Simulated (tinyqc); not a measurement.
Coupled-perturbed Hartree-Fock on RHF in the sto-3g basis, for BeH2, spin multiplicity 1, step by step (part 1 of 2). Computed by tinyqc, a small Python program that keeps every step (integrals from PySCF). Settings: charge = 0, multiplicity = 1, basis = sto-3g, method = RHF, energy threshold = 1e-10, iteration cap = 60, orthogonalisation = symmetric, start = atomic densities, DIIS depth = 6. Command: `OMP_NUM_THREADS=1 python tinyqc.py 25841 25842 out.jsonl` (the two numbers bound the seeds that draw the settings). One thread of a shared host (Intel(R) Xeon(R) Processor @ 2.60GHz), about 0.2 s of CPU time with the checks. Later iterations appear only in the table of the cycle.

## One-electron integrals

Geometry (angstrom):
```
atom,x,y,z
Be,0.000000,0.000000,0.000000
H,0.000000,1.560000,0.094000
H,0.000000,-1.648000,0.099000
```

Basis sto-3g: exponents (1/bohr^2) and contraction coefficients of normalised primitives:
```
element,l (shell),exponent,coefficient
Be,s (1),30.167871,0.154329
Be,s (1),5.495115,0.535328
Be,s (1),1.487193,0.444635
Be,s (2),1.314833,-0.099967
Be,s (2),0.305539,0.399513
Be,s (2),0.099371,0.700115
Be,p (3),1.314833,0.155916
Be,p (3),0.305539,0.607684
Be,p (3),0.099371,0.391957
H,s (1),3.425251,0.154329
H,s (1),0.623914,0.535328
H,s (1),0.168855,0.444635
```

Overlap, kinetic and nuclear-attraction integrals over the contracted functions; the nuclear repulsion is the sum of Za Zb / Rab.

nuclear repulsion = 2.80146275 hartree

overlap S:
```
,1Be 1s,1Be 2s,1Be 2px,1Be 2py,1Be 2pz,2H 1s,3H 1s
1Be 1s,1.000000,0.259517,0.000000,0.000000,0.000000,0.042597,0.035116
1Be 2s,0.259517,1.000000,0.000000,0.000000,0.000000,0.373359,0.341541
1Be 2px,0.000000,0.000000,1.000000,0.000000,0.000000,0.000000,0.000000
1Be 2py,0.000000,0.000000,0.000000,1.000000,0.000000,0.455506,-0.425927
1Be 2pz,0.000000,0.000000,0.000000,0.000000,1.000000,0.027447,0.025587
2H 1s,0.042597,0.373359,0.000000,0.455506,0.027447,1.000000,0.011656
3H 1s,0.035116,0.341541,0.000000,-0.425927,0.025587,0.011656,1.000000
```

kinetic energy T (hartree):
```
,1Be 1s,1Be 2s,1Be 2px,1Be 2py,1Be 2pz,2H 1s,3H 1s
1Be 1s,6.693975,-0.033012,0.000000,0.000000,0.000000,-0.011854,-0.009983
1Be 2s,-0.033012,0.211111,0.000000,0.000000,0.000000,0.039295,0.030122
1Be 2px,0.000000,0.000000,0.660592,0.000000,0.000000,0.000000,0.000000
1Be 2py,0.000000,0.000000,0.000000,0.660592,0.000000,0.126129,-0.104107
1Be 2pz,0.000000,0.000000,0.000000,0.000000,0.660592,0.007600,0.006254
2H 1s,-0.011854,0.039295,0.000000,0.126129,0.007600,0.760032,-0.004968
3H 1s,-0.009983,0.030122,0.000000,-0.104107,0.006254,-0.004968,0.760032
```

nuclear attraction V (hartree):
```
,1Be 1s,1Be 2s,1Be 2px,1Be 2py,1Be 2pz,2H 1s,3H 1s
1Be 1s,-15.220219,-2.070300,0.000000,-0.001373,-0.001507,-0.338278,-0.278584
1Be 2s,-2.070300,-2.952283,0.000000,-0.009175,-0.014194,-1.014958,-0.903738
1Be 2px,0.000000,0.000000,-2.875370,0.000000,0.000000,0.000000,0.000000
1Be 2py,-0.001373,-0.009175,0.000000,-3.049731,-0.000548,-1.206978,1.095778
1Be 2pz,-0.001507,-0.014194,0.000000,-0.000548,-2.876001,-0.073872,-0.066864
2H 1s,-0.338278,-1.014958,0.000000,-1.206978,-0.073872,-2.741805,-0.037711
3H 1s,-0.278584,-0.903738,0.000000,1.095778,-0.066864,-0.037711,-2.671007
```

core Hamiltonian H = T + V (hartree):
```
,1Be 1s,1Be 2s,1Be 2px,1Be 2py,1Be 2pz,2H 1s,3H 1s
1Be 1s,-8.526244,-2.103313,0.000000,-0.001373,-0.001507,-0.350132,-0.288567
1Be 2s,-2.103313,-2.741172,0.000000,-0.009175,-0.014194,-0.975663,-0.873615
1Be 2px,0.000000,0.000000,-2.214778,0.000000,0.000000,0.000000,0.000000
1Be 2py,-0.001373,-0.009175,0.000000,-2.389139,-0.000548,-1.080849,0.991672
1Be 2pz,-0.001507,-0.014194,0.000000,-0.000548,-2.215409,-0.066272,-0.060610
2H 1s,-0.350132,-0.975663,0.000000,-1.080849,-0.066272,-1.981774,-0.042679
3H 1s,-0.288567,-0.873615,0.000000,0.991672,-0.060610,-0.042679,-1.910975
```

## Two-electron integrals

Functions are numbered as in S; the eight-fold symmetry (ij|kl) = (ji|kl) = (kl|ij) leaves the list below.

Two-electron integrals (ij|kl) in chemists' order, unique and non-zero (hartree):
```
i,j,k,l,(ij|kl)
1,1,1,1,2.298831
2,1,1,1,0.392036
2,1,2,1,0.079539
2,2,1,1,0.570988
2,2,2,1,0.143041
2,2,2,2,0.417683
3,1,3,1,0.014607
3,2,3,1,0.021888
3,2,3,2,0.092265
3,3,1,1,0.569578
3,3,2,1,0.143083
3,3,2,2,0.417589
3,3,3,3,0.449859
4,1,4,1,0.014607
4,2,4,1,0.021888
4,2,4,2,0.092265
4,3,4,3,0.024249
4,4,1,1,0.569578
4,4,2,1,0.143083
4,4,2,2,0.417589
4,4,3,3,0.401360
4,4,4,4,0.449859
5,1,5,1,0.014607
5,2,5,1,0.021888
5,2,5,2,0.092265
5,3,5,3,0.024249
5,4,5,4,0.024249
5,5,1,1,0.569578
5,5,2,1,0.143083
5,5,2,2,0.417589
5,5,3,3,0.401360
5,5,4,4,0.401360
5,5,5,5,0.449859
6,1,1,1,0.063521
6,1,2,1,0.012880
6,1,2,2,0.023368
6,1,3,3,0.023208
6,1,4,1,0.001131
6,1,4,2,0.002142
6,1,4,4,0.023698
6,1,5,1,0.000068
6,1,5,2,0.000129
6,1,5,4,0.000030
6,1,5,5,0.023210
6,1,6,1,0.002186
6,2,1,1,0.168283
6,2,2,1,0.042851
6,2,2,2,0.138212
6,2,3,3,0.132804
6,2,4,1,0.005569
6,2,4,2,0.035478
6,2,4,4,0.148842
6,2,5,1,0.000336
6,2,5,2,0.002138
6,2,5,4,0.000966
6,2,5,5,0.132862
6,2,6,1,0.007678
6,2,6,2,0.070769
6,3,3,1,0.003742
6,3,3,2,0.017976
6,3,4,3,0.005988
6,3,5,3,0.000361
6,3,6,3,0.006116
6,4,1,1,0.185655
6,4,2,1,0.047816
6,4,2,2,0.161541
6,4,3,3,0.151998
6,4,4,1,0.008963
6,4,4,2,0.054890
6,4,4,4,0.180404
6,4,5,1,0.000315
6,4,5,2,0.002224
6,4,5,4,0.001351
6,4,5,5,0.152057
6,4,6,1,0.008910
6,4,6,2,0.093649
6,4,6,4,0.127348
6,5,1,1,0.011187
6,5,2,1,0.002881
6,5,2,2,0.009734
6,5,3,3,0.009159
6,5,4,1,0.000315
6,5,4,2,0.002224
6,5,4,4,0.010149
6,5,5,1,0.003761
6,5,5,2,0.018110
6,5,5,4,0.006047
6,5,5,5,0.009884
6,5,6,1,0.000537
6,5,6,2,0.005643
6,5,6,4,0.007305
6,5,6,5,0.006556
6,6,1,1,0.337346
6,6,2,1,0.087375
6,6,2,2,0.316827
6,6,3,3,0.294213
6,6,4,1,0.012688
6,6,4,2,0.106392
6,6,4,4,0.361523
6,6,5,1,0.000765
6,6,5,2,0.006411
6,6,5,4,0.004056
6,6,5,5,0.294458
6,6,6,1,0.015970
6,6,6,2,0.210121
6,6,6,4,0.294016
6,6,6,5,0.017716
6,6,6,6,0.774606
7,1,1,1,0.052355
7,1,2,1,0.010616
7,1,2,2,0.019262
7,1,3,3,0.019134
7,1,4,1,-0.000933
7,1,4,2,-0.001768
7,1,4,4,0.019526
7,1,5,1,0.000056
7,1,5,2,0.000106
7,1,5,4,-0.000024
7,1,5,5,0.019135
7,1,6,1,0.001647
7,1,6,2,0.005344
7,1,6,4,0.005773
7,1,6,5,0.000378
7,1,6,6,0.010812
7,1,7,1,0.001485
7,2,1,1,0.148796
7,2,2,1,0.037938
7,2,2,2,0.123686
7,2,3,3,0.118746
7,2,4,1,-0.004902
7,2,4,2,-0.032143
7,2,4,4,0.133396
7,2,5,1,0.000294
7,2,5,2,0.001931
7,2,5,4,-0.000880
7,2,5,5,0.118799
7,2,6,1,0.005744
7,2,6,2,0.031375
7,2,6,4,0.033895
7,2,6,5,0.002482
7,2,6,6,0.068445
7,2,7,1,0.005602
7,2,7,2,0.058604
7,3,3,1,0.003179
7,3,3,2,0.015582
7,3,4,3,-0.005316
7,3,5,3,0.000319
7,3,6,3,0.001990
7,3,7,3,0.004813
7,4,1,1,-0.167962
7,4,2,1,-0.043288
7,4,2,2,-0.147624
7,4,3,3,-0.138956
7,4,4,1,0.007831
7,4,4,2,0.049529
7,4,4,4,-0.164753
7,4,5,1,-0.000279
7,4,5,2,-0.002039
7,4,5,4,0.001230
7,4,5,5,-0.139011
7,4,6,1,-0.006368
7,4,6,2,-0.034894
7,4,6,4,-0.036898
7,4,6,5,-0.002719
7,4,6,6,-0.076057
7,4,7,1,-0.006623
7,4,7,2,-0.078869
7,4,7,4,0.108680
7,5,1,1,0.010090
7,5,2,1,0.002600
7,5,2,2,0.008868
7,5,3,3,0.008347
7,5,4,1,-0.000279
7,5,4,2,-0.002039
7,5,4,4,0.009258
7,5,5,1,0.003196
7,5,5,2,0.015705
7,5,5,4,-0.005371
7,5,5,5,0.008989
7,5,6,1,0.000413
7,5,6,2,0.002515
7,5,6,4,0.002682
7,5,6,5,0.002185
7,5,6,6,0.005583
7,5,7,1,0.000398
7,5,7,2,0.004738
7,5,7,4,-0.006240
7,5,7,5,0.005187
7,6,1,1,0.007173
7,6,2,1,0.001776
7,6,2,2,0.005050
7,6,3,3,0.004984
7,6,4,1,-0.000008
7,6,4,2,-0.000052
7,6,4,4,0.005173
7,6,5,1,0.000030
7,6,5,2,0.000148
7,6,5,4,-1.99e-06
7,6,5,5,0.004990
7,6,6,1,0.000290
7,6,6,2,0.001690
7,6,6,4,0.001991
7,6,6,5,0.000149
7,6,6,6,0.003938
7,6,7,1,0.000241
7,6,7,2,0.001557
7,6,7,4,-0.001888
7,6,7,5,0.000138
7,6,7,6,0.000062
7,7,1,1,0.319715
7,7,2,1,0.082855
7,7,2,2,0.303976
7,7,3,3,0.282713
7,7,4,1,-0.011492
7,7,4,2,-0.100452
7,7,4,4,0.345956
7,7,5,1,0.000690
7,7,5,2,0.006034
7,7,5,4,-0.003799
7,7,5,5,0.282941
7,7,6,1,0.012489
7,7,6,2,0.073918
7,7,6,4,0.079943
7,7,6,5,0.005939
7,7,6,6,0.164952
7,7,7,1,0.012423
7,7,7,2,0.189587
7,7,7,4,-0.268878
7,7,7,5,0.016152
7,7,7,6,0.003938
7,7,7,7,0.774606
```

## Orthogonalisation

S = U s U^T; symmetric (Loewdin) form X = U s^(-1/2) U^T, so that X^T S X = 1.

eigenvalues of S: 0.366361  0.460687  0.952016  1.000000  1.006076  1.583574  1.631285

X:
```
,1Be 1s,1Be 2s,1Be 2px,1Be 2py,1Be 2pz,2H 1s,3H 1s
1Be 1s,1.028502,-0.149931,0.000000,-0.001041,-0.001033,0.021142,0.020455
1Be 2s,-0.149931,1.151815,0.000000,0.016810,0.009029,-0.234955,-0.202576
1Be 2px,0.000000,0.000000,1.000000,0.000000,0.000000,0.000000,0.000000
1Be 2py,-0.001041,0.016810,0.000000,1.210992,0.001108,-0.318252,0.287964
1Be 2pz,-0.001033,0.009029,0.000000,0.001108,1.000651,-0.016870,-0.014831
2H 1s,0.021142,-0.234955,0.000000,-0.318252,-0.016870,1.182952,-0.052571
3H 1s,0.020455,-0.202576,0.000000,0.287964,-0.014831,-0.052571,1.150020
```

## Starting guess

The start is atomic minimal-basis densities projected into this basis (PySCF's MINAO start) and scaled to the electron count of each spin; this density is not idempotent, so its energy is not variational and may lie below the converged one.

D at the start:
```
,1Be 1s,1Be 2s,1Be 2px,1Be 2py,1Be 2pz,2H 1s,3H 1s
1Be 1s,2.152859,-0.519537,0.000000,0.000465,0.001330,-0.031726,-0.032562
1Be 2s,-0.519537,2.031345,0.000000,-0.000398,-0.003162,0.135188,0.133944
1Be 2px,0.000000,0.000000,0.000000,0.000000,0.000000,0.000000,0.000000
1Be 2py,0.000465,-0.000398,0.000000,0.002978,0.000006,0.036985,-0.036414
1Be 2pz,0.001330,-0.003162,0.000000,0.000006,0.000015,0.001937,0.001864
2H 1s,-0.031726,0.135188,0.000000,0.036985,0.001937,0.909592,0.010129
3H 1s,-0.032562,0.133944,0.000000,-0.036414,0.001864,0.010129,0.920265
```

## Iteration 1: building the Fock matrix

J_ij = sum D_kl (ij|kl), K_ij = sum D_kl (ik|jl); F = H + J - 0.5 K; E = tr D H + tr D J / 2 - 0.25 tr D K + E_nn.

Coulomb J (hartree):
```
,1Be 1s,1Be 2s,1Be 2px,1Be 2py,1Be 2pz,2H 1s,3H 1s
1Be 1s,6.408464,1.235058,0.000000,0.001236,0.001463,0.201427,0.165797
1Be 2s,1.235058,2.588896,0.000000,0.005692,0.012384,0.894317,0.801065
1Be 2px,0.000000,0.000000,2.541332,0.000000,0.000000,0.000000,0.000000
1Be 2py,0.001236,0.005692,0.000000,2.673096,0.000232,1.065291,-0.974071
1Be 2pz,0.001463,0.012384,0.000000,0.000232,2.541809,0.065275,0.059496
2H 1s,0.201427,0.894317,0.000000,1.065291,0.065275,2.237284,0.032203
3H 1s,0.165797,0.801065,0.000000,-0.974071,0.059496,0.032203,2.178468
```

exchange K (hartree):
```
,1Be 1s,1Be 2s,1Be 2px,1Be 2py,1Be 2pz,2H 1s,3H 1s
1Be 1s,4.705744,0.815114,0.000000,0.002713,0.001317,0.147968,0.121305
1Be 2s,0.815114,1.060572,0.000000,0.015772,0.011773,0.527636,0.476971
1Be 2px,0.000000,0.000000,0.215652,0.000000,0.000000,0.000000,0.000000
1Be 2py,0.002713,0.015772,0.000000,0.464950,0.001039,0.377045,-0.345996
1Be 2pz,0.001317,0.011773,0.000000,0.001039,0.216552,0.022960,0.021070
2H 1s,0.147968,0.527636,0.000000,0.377045,0.022960,0.923381,0.083537
3H 1s,0.121305,0.476971,0.000000,-0.345996,0.021070,0.083537,0.899639
```

Fock matrix F (hartree):
```
,1Be 1s,1Be 2s,1Be 2px,1Be 2py,1Be 2pz,2H 1s,3H 1s
1Be 1s,-4.470652,-1.275812,0.000000,-0.001493,-0.000702,-0.222689,-0.183423
1Be 2s,-1.275812,-0.682562,0.000000,-0.011369,-0.007696,-0.345165,-0.311036
1Be 2px,0.000000,0.000000,0.218728,0.000000,0.000000,0.000000,0.000000
1Be 2py,-0.001493,-0.011369,0.000000,0.051483,-0.000835,-0.204080,0.190599
1Be 2pz,-0.000702,-0.007696,0.000000,-0.000835,0.218123,-0.012477,-0.011649
2H 1s,-0.222689,-0.345165,0.000000,-0.204080,-0.012477,-0.206179,-0.052245
3H 1s,-0.183423,-0.311036,0.000000,0.190599,-0.011649,-0.052245,-0.182326
```

total energy of this density = -15.26780230 hartree

This density is the starting one; it is not idempotent, so its energy is not variational and may lie below the converged one.

## Iteration 1: diagonalisation and new density

Diagonalise F' = X^T F X, C = X C', fill 3 alpha and 3 beta electrons from the bottom; D = 2 C_occ C_occ^T. Each column has its largest component positive (the first on a tie).

F' = X^T F X (hartree):
```
,1,2,3,4,5,6,7
1,-4.364521,-0.674584,0.000000,-0.000599,-0.001520,-0.013930,-0.002048
2,-0.674584,-0.284239,0.000000,0.007976,0.004482,-0.258684,-0.227883
3,0.000000,0.000000,0.218728,0.000000,0.000000,0.000000,0.000000
4,-0.000599,0.007976,0.000000,0.339343,0.000481,-0.306188,0.282138
5,-0.001520,0.004482,0.000000,0.000481,0.219050,-0.015998,-0.014365
6,-0.013930,-0.258684,0.000000,-0.306188,-0.015998,0.027969,-0.070253
7,-0.002048,-0.227883,0.000000,0.282138,-0.014365,-0.070253,0.013108
```

orbital energies (hartree): MO1 -4.474173, MO2 -0.456617, MO3 -0.218582, MO4 0.204476, MO5 0.218728, MO6 0.244750, MO7 0.650854

coefficients C:
```
,MO1,MO2,MO3,MO4,MO5,MO6,MO7
1Be 1s,0.991538,-0.231199,-0.006776,0.129081,0.000000,-0.166374,-0.013229
1Be 2s,0.031795,0.694343,0.032628,-0.591740,0.000000,0.776836,0.089121
1Be 2px,0.000000,0.000000,0.000000,0.000000,1.000000,0.000000,0.000000
1Be 2py,0.000404,0.014526,-0.379376,0.027023,0.000000,-0.044675,1.226431
1Be 2pz,0.000323,0.007652,-0.000005,0.783299,0.000000,0.623060,0.008362
2H 1s,-0.002596,0.354993,-0.487168,0.421413,0.000000,-0.584995,-0.822309
3H 1s,-0.002785,0.312421,0.532320,0.444762,0.000000,-0.624514,0.693612
```

D after iteration 1:
```
,1Be 1s,1Be 2s,1Be 2px,1Be 2py,1Be 2pz,2H 1s,3H 1s
1Be 1s,2.073291,-0.258454,0.000000,-0.000775,-0.002898,-0.162695,-0.157201
1Be 2s,-0.258454,0.968377,0.000000,-0.004559,0.010647,0.461018,0.468415
1Be 2px,0.000000,0.000000,0.000000,0.000000,0.000000,0.000000,0.000000
1Be 2py,-0.000775,-0.004559,0.000000,0.288274,0.000226,0.379950,-0.394824
1Be 2pz,-0.002898,0.010647,0.000000,0.000226,0.000117,0.005436,0.004774
2H 1s,-0.162695,0.461018,0.000000,0.379950,0.005436,0.726718,-0.296829
3H 1s,-0.157201,0.468415,0.000000,-0.394824,0.004774,-0.296829,0.761958
```

## Iteration 7 (converged): orbitals

converged F (hartree):
```
,1Be 1s,1Be 2s,1Be 2px,1Be 2py,1Be 2pz,2H 1s,3H 1s
1Be 1s,-4.532733,-1.290221,0.000000,0.000027,0.001379,-0.218908,-0.180745
1Be 2s,-1.290221,-0.589132,0.000000,-0.010890,-0.009504,-0.339989,-0.313280
1Be 2px,0.000000,0.000000,0.213509,0.000000,0.000000,0.000000,0.000000
1Be 2py,0.000027,-0.010890,0.000000,-0.132103,-0.000977,-0.302578,0.288838
1Be 2pz,0.001379,-0.009504,0.000000,-0.000977,0.212752,-0.014179,-0.013247
2H 1s,-0.218908,-0.339989,0.000000,-0.302578,-0.014179,-0.234824,-0.011203
3H 1s,-0.180745,-0.313280,0.000000,0.288838,-0.013247,-0.011203,-0.210097
```

As before.

F' = X^T F X (hartree):
```
,1,2,3,4,5,6,7
1,-4.423386,-0.699913,0.000000,0.000783,0.000529,-0.005116,0.006549
2,-0.699913,-0.156810,0.000000,0.008169,0.003797,-0.281788,-0.256263
3,0.000000,0.000000,0.213509,0.000000,0.000000,0.000000,0.000000
4,0.000783,0.008169,0.000000,0.201792,0.000376,-0.375743,0.353059
5,0.000529,0.003797,0.000000,0.000376,0.213753,-0.017735,-0.016046
6,-0.005116,-0.281788,0.000000,-0.375743,-0.017735,0.044181,-0.062517
7,0.006549,-0.256263,0.000000,0.353059,-0.016046,-0.062517,0.029367
```

orbital energies (hartree): MO1 -4.536074, MO2 -0.412828, MO3 -0.365716, MO4 0.211075, MO5 0.213509, MO6 0.342237, MO7 0.670203

coefficients C:
```
,MO1,MO2,MO3,MO4,MO5,MO6,MO7
1Be 1s,0.991896,-0.208366,-0.036929,0.038395,0.000000,-0.225363,-0.016219
1Be 2s,0.030916,0.603646,0.118039,-0.160189,0.000000,1.014958,0.103360
1Be 2px,0.000000,0.000000,0.000000,0.000000,1.000000,0.000000,0.000000
1Be 2py,0.000192,0.088502,-0.487126,0.003477,0.000000,-0.060536,1.184143
1Be 2pz,-0.000054,0.013195,0.002064,0.985790,0.000000,0.172774,0.008926
2H 1s,-0.003846,0.462807,-0.353225,0.080920,0.000000,-0.670814,-0.873983
3H 1s,-0.003802,0.307545,0.503880,0.086274,0.000000,-0.747883,0.731192
```

D after iteration 7:
```
,1Be 1s,1Be 2s,1Be 2px,1Be 2py,1Be 2pz,2H 1s,3H 1s
1Be 1s,2.057275,-0.198946,0.000000,-0.000523,-0.005759,-0.174407,-0.172923
1Be 2s,-0.198946,0.758555,0.000000,-0.008140,0.016413,0.475117,0.490016
1Be 2px,0.000000,0.000000,0.000000,0.000000,0.000000,0.000000,0.000000
1Be 2py,-0.000523,-0.008140,0.000000,0.490248,0.000325,0.426048,-0.436471
1Be 2pz,-0.005759,0.016413,0.000000,0.000325,0.000357,0.010756,0.010196
2H 1s,-0.174407,0.475117,0.000000,0.426048,0.010756,0.677947,-0.071269
3H 1s,-0.172923,0.490016,0.000000,-0.436471,0.010196,-0.071269,0.696987
```

## Convergence

Stop when the energy changes by less than 1e-10 hartree and every element of the error matrix X^T (F D S - S D F) X is below 3e-06.

Course of the cycle:
```
iteration,E (hartree),change,largest element of the error matrix
1,-15.26780230,-,2.74e-01
2,-15.48043410,-2.13e-01,1.07e-01
3,-15.50002655,-1.96e-02,1.75e-02
4,-15.50098773,-9.61e-04,8.34e-04
5,-15.50098956,-1.84e-06,1.21e-04
6,-15.50098961,-4.27e-08,5.51e-06
7,-15.50098961,-9.47e-11,4.87e-07
```

PySCF RHF in the same basis = -15.50098961 hartree

Converged in 7 iterations.

## Populations, bond orders and dipole

Mulliken: Z minus the diagonal of D S on the atom; Loewdin: the same with S^(1/2) D S^(1/2); Mayer order: 2 sum_s sum (D(s) S)_ij (D(s) S)_ji over the two atoms.

Charges (e):
```
atom,Mulliken,Loewdin
1Be,0.085049,0.073325
2H,-0.041439,-0.035312
3H,-0.043610,-0.038013
```

Mayer bond orders:
```
pair,order
2-1,0.990671
3-1,0.990487
3-2,0.007612
```

dipole moment about the origin, x y z (debye): 0.000000  0.036872  -0.271179
